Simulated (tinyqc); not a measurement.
Circuit elements from the admittance matrix.

Inverse problem. Y belongs to a common-source circuit with y11 = i w (Cgs + Cgd), y12 = -i w Cgd, y21 = gm - i w Cgd, y22 = gds + i w (Cgd + Cd) and a resistance Rg in series with the gate; w = 2 pi f. Find Rg, Cgs + Cgd, Cgd, gm, gds and Cd.

Parameters, values chosen for the exercise: signal frequency f = 2 GHz.

Y with Rg (mS):
```
	1	2
1	0.000633921+0.898486784i	-0.000241158-0.341805111i
2	5.136001622-0.345428950i	0.220951264+0.755360764i
```

Solution. 1/Y11 = Rg + 1/(i w (Cgs + Cgd)) gives Rg; removing it from Z11 returns the inner y, whose parts are read off.

Rg = 0.7853 ohm
Cgs + Cgd = 71.50 fF
Cgd = 27.20 fF
gm = 5.136 mS
gds = 0.2209 mS
Cd = 32.80 fF

Program tinyqc, `OMP_NUM_THREADS=1 python tinyqc.py 2150025 2150026 out.jsonl`; Intel Xeon 2.30GHz, shared host, one thread, about 0.01 s.
